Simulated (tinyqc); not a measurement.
Growth mode over temperature: epitaxial growth on a vicinal surface: Burton-Cabrera-Frank step flow, step-edge barrier and island nucleation. Computed by tinyqc, a small Python program. Command: `OMP_NUM_THREADS=1 python tinyqc.py 3029787 3029788 out.jsonl stepflow walk`. One thread of a shared host (Intel(R) Xeon(R) Processor @ 2.30GHz), about 0.01 s of CPU time with the checks.

Adatoms land at rate F, hop on a square grid (a simplification for hexagonal faces), desorb, or join steps. Lengths are in units of a and n is the adatom coverage. Steps ascend at x = 0 and descend at x = l.

Inputs (values chosen for the exercise, close to those used for 4H-SiC(0001)):

| quantity | value | unit |
|---|---|---|
| site spacing a | 3.08 | angstrom |
| step height h | 2.52 | angstrom |
| diffusion barrier E_d | 1.75 | eV |
| desorption energy E_a | 3.92 | eV |
| adatom formation energy E_f | 1.51 | eV |
| step-edge barrier E_s | 0.06 | eV |
| attempt frequency nu | 5 | THz |
| deposition rate F | 0.032 | layers/s |
| miscut angle | 2 | degrees |
| temperature T | 1570 | C |
| critical nucleus size i | 2 | - |
| binding energy of the critical nucleus E_i | 0.71 | eV |

Constants: k_B = 8.617333262e-05 eV/K.

Method:
- D = nu exp(-E_d/(k_B T)) (a^2/s, nu counted per direction); tau = exp(E_a/(k_B T))/nu; x_s = sqrt(D tau); n_eq = exp(-E_f/(k_B T)); terrace width l = h/(a tan(miscut)); Schwoebel length l_s = exp(E_s/(k_B T)) - 1.
- D n'' - n/tau + F = 0 with n(0) = n_eq and -l_s n'(l) = n(l) - n_eq. With u = n - F tau, A = n_eq - F tau, y = l/x_s, s = l_s/x_s: u = A cosh(x/x_s) + B sinh(x/x_s), B = A (1 - cosh y - s sinh y)/(sinh y + s cosh y). Flux into the ascending step J+ = D B/x_s, over the descending one J- = -(D/x_s)(A sinh y + B cosh y); step velocity J+ + J-; growth rate (J+ + J-)/l. For small y: J+ + J- = (F - n_eq/tau) l, J-/J+ = l/(l + 2 l_s).
- Island density on a flat surface without desorption: N = 0.25 (F/D)^(i/(i+2)) exp(E_i/((i+2) k_B T)) per site, with E_i = 0 for i = 1; spacing l_n = N^(-1/2). Step flow needs an effective width l_eff = 2 x(peak) below l_n.
- Temperatures in kelvin are T(C) + 273.15.
- x(peak) solves tanh(x/x_s) = -B/A. Rows where evaporation outweighs deposition are left out.

Scales:

| T (C) | x_s (a) | l_s (a) | incorporated share | l_n (a) | l_eff/l_n |
|---|---|---|---|---|---|
| 1370 | 2127.4 | 0.52767 | 0.99653 | 171.95 | 0.13926 |
| 1420 | 1696.6 | 0.50867 | 0.98924 | 191.90 | 0.12469 |
| 1470 | 1370.7 | 0.49098 | 0.96874 | 212.81 | 0.11236 |
| 1520 | 1120.7 | 0.47446 | 0.91438 | 234.65 | 0.10183 |
| 1570 | 926.3 | 0.45901 | 0.77792 | 257.36 | 0.09279 |
| 1620 | 773.4 | 0.44453 | 0.45226 | 280.90 | 0.08496 |

The ratio stays below 1: step flow in every row. Incorporation goes from 99.7 % to 45.2 %, as n_eq rises towards F tau or x_s falls below the terrace width: the window for smooth growth closes from above.

Extremes, crossings and ranges named in words are read from the listed rows.
